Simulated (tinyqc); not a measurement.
# Gain factor and gap resistance from two string resistances

Problem. At small bit-line voltage each of the 64 cells has the resistance 1/(K x) at overdrive x (no mobility reduction) in series with a gap resistance Rg. Find K, Rg and the share of the gaps at the higher overdrive.

resistance of a string of 64 equal cells at overdrives of 3.1 and 8.2 V (kohm): 1156.9874  481.18306

Answer. The resistance per cell is a straight line in 1/x with slope 1/K and intercept Rg.

K = 19.00 uA/V^2
Rg = 1.100 kohm
share of the gaps = 14.63 %

tinyqc, about 0.5 s, one thread, Intel Xeon 2.30GHz (shared host): `OMP_NUM_THREADS=1 python tinyqc.py 2142252 2142253 out.jsonl`
